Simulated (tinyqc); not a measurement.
Where the moved charge sits: band offset of a heterojunction with an interface dipole (two-band chains, self-consistent charge).

Sites alternate A, C. Left: A at -G1/2, C at +G1/2, hopping -t1; right: A at D - G2/2, C at D + G2/2, hopping -t2; the bonds across the two interfaces of a ring (C left to A right, C right to A left) have -sqrt(t1 t2). D is the offset of the mid-gaps, so Ev(right) - Ev(left) = D - (G2 - G1)/2 and Ec(right) - Ec(left) = D + (G2 - G1)/2. The closing bond has its sign reversed (antiperiodic ring). Half the levels are filled with two electrons each. The charge moved is q = (electrons on the left) less one a site; the mean over the two interfaces, q/2, is taken as the charge that crosses each, and its dipole opposes the offset: D = D0 - u q/2.

From here on the ring has 24 cells a side.

Values chosen for the exercise (gaps near those of Si and GaP; the chains and D0 are free models, so the offsets are not those of the real pair; not measured data):
```
symbol  value  unit  meaning
G1      1.07   eV    gap on the left
G2      2.35   eV    gap on the right
t1      1.73   eV    hopping on the left
t2      2.73   eV    hopping on the right
```

D = -0.33539 eV

Electrons in cell k from an interface at the self-consistent D, less those at D = 0. Interface 1 joins C left to A right, interface 2 C right to A left. The decay lengths 1/(2 kappa a) are those of mid-gap states, cosh(kappa a) = 1 + G^2/(8 t^2).

Change of the electron count:
```
k  left of 1  right of 1  left of 2  right of 2
1   -0.02869     0.03098   -0.03405     0.03613
2   -0.01059     0.01073   -0.01241     0.01278
3   -0.00480     0.00415   -0.00556     0.00497
4   -0.00229     0.00165   -0.00263     0.00198
5   -0.00112     0.00066   -0.00128     0.00080
6   -0.00056     0.00027   -0.00064     0.00033
```

decay lengths (cells): left 1.623, right 1.171

What does the comparison show, and why?

Over six cells interface 1 moves -0.0480 electrons to the left side and +0.0484 to the right, interface 2 -0.0566 and +0.0570: each change is a dipole, and the two differ because the bonds join different sites. The first cells hold 62 % of it at interface 1. The tail is longer on the left, where the gap is smaller against the hopping: from k = 2 to 4 it falls by a factor 4.62, and pure mid-gap decay would give 3.43; the exponential carries a prefactor that falls as a power of the distance, so the first cells drop faster.

tinyqc: `OMP_NUM_THREADS=1 python tinyqc.py 1450692 1450693 out.jsonl`; about 0.3 s, one thread, shared Intel(R) Xeon(R) Processor @ 2.30GHz.
